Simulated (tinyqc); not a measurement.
Two-band k.p model of the X valleys of a zinc-blende crystal: sweeps and comparisons. A value that a table varies takes the place of the one given here.

k along the valley axis, counted from X, c = hbar^2/2m0, e = c k^2/ml. H = [[e - D/2, i P k], [-i P k, e + D/2]] with P^2 = D0 c/ml, so E = e -/+ sqrt(D^2/4 + D0 e). For D = 0 (diamond lattice) the bands cross at X.

With x = D/D0: for x < 1 the minima lie at k_m = sqrt(ml D0 (1 - x^2)/(4 c)), the hump at X has the height dE = (D0/4)(1 - x)^2 and the mass at the minimum is ml/(1 - x^2); the mass at X is ml/(1 - 1/x), negative for x < 1. For x > 1 the minimum is at X.

Thermal masses along the axis for one X point, lower band, E from the minimum, on 1601 points from -0.8 to 0.8 1/angstrom: density-of-states mass m_d = c I^2/(pi kT), I = integral of exp(-E/kT) dk; conductivity mass m_c = 2 c kT/<(dE/dk)^2> with central differences.

Constants: hbar^2/2m0 = 3.80998211 eV angstrom^2; kB = 8.617333262e-05 eV/K.

Parameters, chosen for this exercise (of the order of those of cubic SiC; the results hold for these values, not for the real material):

| symbol | value | unit | meaning |
|---|---|---|---|
| D0 | 1.224 | eV | coupling energy |
| ml | 0.407 | m0 | mass along the axis from remote bands |
| D | 2.792 | eV | splitting of the two conduction levels at X |
| T | 150 | K | temperature |

## From the diamond lattice to a polar crystal

D is varied at fixed D0 and ml.

Results:

| x | D (eV) | k_m (1/angstrom) | dE (meV) | mass at the minimum |
|---|---|---|---|---|
| 0.00 | 0.000 | 0.1808 | 306.00 | 0.407 |
| 0.30 | 0.367 | 0.1725 | 149.94 | 0.447 |
| 0.60 | 0.734 | 0.1446 | 48.96 | 0.636 |
| 0.80 | 0.979 | 0.1085 | 12.24 | 1.131 |
| 0.90 | 1.102 | 0.0788 | 3.06 | 2.142 |
| 1.10 | 1.346 | 0.0000 | 0.00 | 4.477 |
| 1.30 | 1.591 | 0.0000 | 0.00 | 1.764 |
| 2.00 | 2.448 | 0.0000 | 0.00 | 0.814 |
| 4.00 | 4.896 | 0.0000 | 0.00 | 0.543 |

At D = 0 the minima lie 0.1808 1/angstrom from X under a cusp of D0/4 = 306 meV, the pattern of silicon. The hump shrinks as (1 - x)^2, faster than k_m, so at x = 0.9 it is only 3.06 meV although k_m is still 44 % of its first value. The mass diverges at x = 1 from both sides (2.14 at 0.9, 4.48 at 1.1), where the band is quartic.

## Temperature

Thermal masses against T.

Results:

| T (K) | kT (meV) | m_d | m_c |
|---|---|---|---|
| 10 | 0.86 | 0.725 | 0.724 |
| 20 | 1.72 | 0.724 | 0.724 |
| 50 | 4.31 | 0.724 | 0.723 |
| 100 | 8.62 | 0.723 | 0.721 |
| 200 | 17.23 | 0.721 | 0.717 |
| 300 | 25.85 | 0.719 | 0.713 |
| 500 | 43.09 | 0.715 | 0.707 |

m_d goes from 0.725 to 0.715 and m_c goes from 0.724 to 0.707. Both start from the edge mass 0.725 and tend to ml = 0.407 for kT far above D0. 

## What each parameter does

Shape of the lower band and thermal masses. Each row changes one parameter from the base and keeps the others.

Results:

| case | k_m (1/angstrom) | dE (meV) | m_d (m0) | m_c (m0) |
|---|---|---|---|---|
| base | 0.0000 | 0.000 | 0.722 | 0.719 |
| D = 2.8758 eV | 0.0000 | 0.000 | 0.706 | 0.704 |
| D0 = 1.2607 eV | 0.0000 | 0.000 | 0.739 | 0.735 |
| ml = 0.3948 m0 | 0.0000 | 0.000 | 0.700 | 0.697 |
| T = 145.5 K | 0.0000 | 0.000 | 0.722 | 0.719 |

The largest shifts from the base row, up to three for each result and ties (the steps differ in size, so this ranks the rows, not the parameters). k_m (1/angstrom): unchanged at the printed digits by D, D0, ml and T. dE (meV): unchanged at the printed digits by D, D0, ml and T. m_d (m0): ml -0.022, D0 +0.017, D -0.016; unchanged at the printed digits by T. m_c (m0): ml -0.022, D0 +0.017, D -0.015; unchanged at the printed digits by T.

Program tinyqc; command `OMP_NUM_THREADS=1 python tinyqc.py 1850983 1850984 out.jsonl`; about 0.01 s on one thread of a shared Intel(R) Xeon(R) Processor @ 2.30GHz.
